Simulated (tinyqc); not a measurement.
MOSFET in the linear regime without short-channel effects, parameter extraction from computed curves: two steps of the calculation.

Inversion charge Q = Cox n Vt W0(exp((Vg - VT)/(n Vt))), W0 the Lambert function and n = nf; u = Q/Cox; mobility mu = mu0/(1 + th1 u + th2 u^2); channel resistance Rch = (L - dL)/(W mu Q); Id = Vd/(Rch + Rsd/W). Cox = eps0 eox/tox. Small Vd, no channel-length or drain effects.

Inputs (values chosen for the exercise); channel values of the order met in silicon transistors: temperature T = 300 K; relative permittivity of the gate insulator (close to zirconium oxide) eox = 25.5; insulator thickness tox = 20 nm; low-field mobility mu0 = 120 cm^2/(V s); first mobility attenuation factor th1 = 0.4 1/V; second mobility attenuation factor th2 = 0 1/V^2; threshold voltage VT = 0.24 V; body factor nf = 1.33; gate width W = 0.5 um; drawn gate length L = 0.45 um; drawn less effective length dL = 0.018 um; source plus drain resistance Rsd = 340 ohm um; drain voltage Vd = 0.05 V.

Constants: q = 1.602176634e-19 C, kB = 1.380649e-23 J/K, Vt = kB T/q, eps0 = 8.8541878128e-14 F/cm where lengths are in cm. Results are converted to the units shown.

Task 1. Transfer curve. u, mu, Rch and Id as defined.

| point | Vg (V) |
|---|---|
| 0 | -0.06 |
| 1 | 0.09 |
| 2 | 0.24 |
| 3 | 0.39 |
| 4 | 0.54 |
| 5 | 0.69 |
| 6 | 0.84 |
| 7 | 0.99 |
| 8 | 1.14 |
| 9 | 1.29 |
| 10 | 1.44 |

Find: u; mu; Rch; Id.

Result 1.

| point | u (V) | mu (cm^2/(V s)) | Rch (ohm) | Id (uA) |
|---|---|---|---|---|
| 0 | 5.584e-6 | 120.0 | 1.142e9 | 4.378e-5 |
| 1 | 4.327e-4 | 120.0 | 1.474e7 | 0.003392 |
| 2 | 0.01950 | 119.1 | 3.296e5 | 0.1514 |
| 3 | 0.1100 | 114.9 | 6.053e4 | 0.8169 |
| 4 | 0.2341 | 109.7 | 2.980e4 | 1.640 |
| 5 | 0.3685 | 104.6 | 1.986e4 | 2.434 |
| 6 | 0.5074 | 99.75 | 1.512e4 | 3.165 |
| 7 | 0.6490 | 95.27 | 1.238e4 | 3.829 |
| 8 | 0.7921 | 91.13 | 1.060e4 | 4.432 |
| 9 | 0.9364 | 87.30 | 9362 | 4.979 |
| 10 | 1.081 | 83.77 | 8449 | 5.477 |

Task 2. Threshold and mobility at the peak transconductance. gm_i = (Id_(i+1) - Id_(i-1))/(Vg_(i+1) - Vg_(i-1)); at the point j of largest gm the tangent meets the axis at V_ext = Vg_j - Id_j/gm_j; field-effect mobility gm_j L/(W Cox Vd) with the drawn L.

| point | Vg (V) | Id (uA) |
|---|---|---|
| 0 | -0.06 | 4.3778768e-5 |
| 1 | 0.09 | 0.0033917795 |
| 2 | 0.24 | 0.15137899 |
| 3 | 0.39 | 0.81692236 |
| 4 | 0.54 | 1.6403871 |
| 5 | 0.69 | 2.4341606 |
| 6 | 0.84 | 3.1646310 |
| 7 | 0.99 | 3.8289226 |
| 8 | 1.14 | 4.4316037 |
| 9 | 1.29 | 4.9789467 |
| 10 | 1.44 | 5.4772128 |

Give: gm; j; V_ext; field-effect mobility.

Result 2.

| point | gm (uS) |
|---|---|
| 1 | 0.5045 |
| 2 | 2.712 |
| 3 | 4.963 |
| 4 | 5.391 |
| 5 | 5.081 |
| 6 | 4.649 |
| 7 | 4.223 |
| 8 | 3.833 |
| 9 | 3.485 |

j = 4
V_ext = 0.2357 V
field-effect mobility = 85.95 cm^2/(V s)

V_ext is 4.3 mV below the model VT, and the mobility so found is 31 % below mu0 L/(L - dL) = 125 cm^2/(V s), the value for the drawn L; attenuation, series resistance and the slow approach of Q to a straight line all lower the peak gm.

Computed by the program tinyqc: `OMP_NUM_THREADS=1 python tinyqc.py 2210069 2210070 out.jsonl`, one thread of a shared Intel Xeon 2.30GHz, about 0.01 s for the whole run.
